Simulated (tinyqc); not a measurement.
Two-step dopant diffusion (predeposition and drive-in) with a constant diffusivity. Changing the drive-in time t2. Computed by tinyqc, a small Python program. Command: `OMP_NUM_THREADS=1 python tinyqc.py 3004997 3004998 out.jsonl dopdiff sweep`. One thread of a shared host (Intel(R) Xeon(R) Processor @ 2.30GHz), about 0.09 s of CPU time with the checks.

Fick diffusion into a half space x > 0 whose background doping C_B is of the opposite type, so that a junction lies where C = C_B.

Inputs (values chosen for the exercise, modelled on aluminium in silicon): prefactor D0 = 1.31 cm^2/s; activation energy E = 3.4 eV; surface concentration C_s = 1e+19 1/cm^3; background doping C_B = 1.1e+16 1/cm^3; predeposition temperature T1 = 925 C; predeposition time t1 = 20 min; drive-in temperature T2 = 1075 C; mean mobility in the layer mu = 220 cm^2/(V s).

Furnace ramps of the drive-in: none.

Constants: k_B = 8.617333262e-05 eV/K; e = 1.602176634e-19 C.

Method:
- D = D0 exp(-E/(k_B T)).
- Temperatures in kelvin are T(C) + 273.15.
- Times in seconds are 60 times the minutes.
- (Dt)2 = D2 t2, t2 in seconds.
- C = C_s erfc(x/(2 sqrt(D1 t1))); dose Q = 2 C_s sqrt(D1 t1/pi); the junction solves erfc(z) = C_B/C_s with x_j = 2 z sqrt(D1 t1).
- With a sealed surface and a thin source, C = Q/sqrt(pi (Dt)2) exp(-x^2/(4 (Dt)2)); x_j = 2 sqrt((Dt)2 ln(C(0)/C_B)); gradient at the junction |dC/dx| = C_B x_j/(2 (Dt)2).
- Net dose Q_net = Q erf(x_j/(2 sqrt((Dt)2))) - C_B x_j; R_s = 1/(e mu Q_net), with every dopant ionised and one mobility.
- Exact two-step profile: C = (2 C_s/pi) int_0^alpha exp(-beta (1 + u^2))/(1 + u^2) du with alpha = sqrt(D1 t1/(Dt)2), beta = x^2/(4 (D1 t1 + (Dt)2)).
- The integral takes 48 Gauss-Legendre points; solve C(x) = C_B.

One run for each value; columns: (1) drive-in time t2 (min); (2) junction depth x_j (um); (3) surface concentration C(0) (Gaussian) (1/cm^3); (4) sheet resistance R_s (Gaussian) (ohm/square); (5) exact junction depth (um):
```
(1)     (2)        (3)   (4)    (5)
10    0.547  1.441e+18   916  0.555
19    0.728  1.046e+18   923  0.734
38    0.990  7.394e+17   933  0.994
73    1.318  5.335e+17   946  1.320
140   1.747  3.852e+17   963  1.748
270   2.311  2.774e+17   988  2.312
530   3.064  1.980e+17  1023  3.065
1000  3.971  1.441e+17  1070  3.971
2000  5.223  1.019e+17  1145  5.224
```

What does the table show, and why?

Over the rows, junction depth x_j (um) rises from 0.547 to 5.22 (exponent d ln y / d ln x 0.45 between the first rows and 0.40 between the last); surface concentration C(0) (Gaussian) (1/cm^3) falls from 1.44e18 to 1.02e17 (exponent d ln y / d ln x about -0.50 throughout); sheet resistance R_s (Gaussian) (ohm/square) rises from 916 to 1150 (exponent d ln y / d ln x 0.011 between the first rows and 0.098 between the last). At the low end the exponent of junction depth x_j is 0.45, close to 0.50: the diffusion length sets the depth. The exponent of surface concentration C(0) (Gaussian) stays at -0.50: a fixed dose spreads over a width sqrt(D t). x_j grows more slowly than sqrt(t2) because the logarithm ln(C(0)/C_B) shrinks, from 4.88 to 2.23.

Caution (all rows): C_s exceeds the intrinsic carrier density of silicon at the predeposition temperature (2e18 to 1e19 per cm^3), where real diffusivities rise with concentration and profiles turn box-like.
